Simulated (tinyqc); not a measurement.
Worked calculation: core-shell quantum dot (spherical envelope functions). Values are carried at full precision from step to step, so a last printed digit may differ when a step is redone from the rounded ones.

Parabolic bands; strain and other valleys are left out. s states, u = r psi, hard wall at R + H, c = hbar^2/2m0, energies from the band edges of the core. Core: u = sin(k1 r)/k1, k1 = sqrt(m1 E/c). At R, psi and psi'/m are continuous, so u is continuous and its slope in the shell is s = u/R + (m2/m1)(u' - u/R). Shell: u(R + x) = u(R) cos(k2 x) + s sin(k2 x)/k2, k2 = sqrt(m2 (E - V)/c); for negative arguments the functions turn into sinh and cosh. A level has u(R + H) = 0.

Constants: hbar^2/2m0 = 3.80998211 eV angstrom^2; e^2/(4 pi eps0) = 14.39964547 eV angstrom; hc = 1239.841984 eV nm.

Inputs chosen for the exercise (near those of a Ge/Si core-shell dot; the results hold for these values, not for the real material):
```
symbol  value  unit      meaning
R       39     angstrom  core radius
H       6      angstrom  shell thickness
Vc      -0.05  eV        conduction edge of the shell above that of the core
me1     0.123  m0        electron, core
me2     0.253  m0        electron, shell
E       0.128  eV        trial energy of the electron
Vv      0.57   eV        hole barrier of the shell
mh1     0.208  m0        hole, core
mh2     0.42   m0        hole, shell
Eg      0.691  eV        gap of the core
eps     14.2             dielectric constant
```

## Shooting at a trial energy

Carry the electron solution outwards.

k1^2 = 0.0041323 1/angstrom^2
k2^2 = 0.011820 1/angstrom^2
u(R) = 9.222 angstrom
s = -1.9064
u(R + H) = -3.316 angstrom

u(R + H) is negative: one node has entered, so the lowest level lies below the trial energy.

## Ground states

Find the lowest root for electron and hole, and the share of u^2 inside the core.

Levels:
```
carrier   E (eV)  share in the core
electron  0.1109              0.956
hole      0.0827              0.983
```

The core holds 65 % of the volume. The line-up is of type II (Vc < 0), but the shell is too thin to draw the electron out, so both carriers sit mainly in the core.

## Overlap and Coulomb integrals

Overlap = (integral of u_e u_h)^2 with normalised u. Coulomb integrals J_ab = (q/eps) double integral of u_a(r)^2 u_b(s)^2/max(r, s), q = e^2/(4 pi eps0), one eps everywhere. Exciton E = Eg + E_e + E_h - J_eh; first-order biexciton shift J_ee + J_hh - 2 J_eh (positive: repulsive).

Integrate numerically.

overlap = 0.982

J_eh, J_ee, J_hh (meV): 37.4  35.9  39.1

## Exciton and biexciton

Give E, the wavelength hc/E and the biexciton shift.

E = 0.847 eV
wavelength = 1463 nm
biexciton shift = 0 meV

At first order the shift is the Coulomb integral of the net charge density with itself and cannot be negative; correlation, left out here, lowers it, and may reverse a shift as small as this.

## Checks

- Level without offset and mass step against c (pi/(R + H))^2/m, eV: both 0.1510.
- J_ee in that case against 1.786 q/(eps (R + H)), meV: both 40.2.

(tinyqc, `OMP_NUM_THREADS=1 python tinyqc.py 1250668 1250669 out.jsonl`, Intel(R) Xeon(R) Processor @ 2.30GHz, 1 thread, shared host, about 0.03 s.)
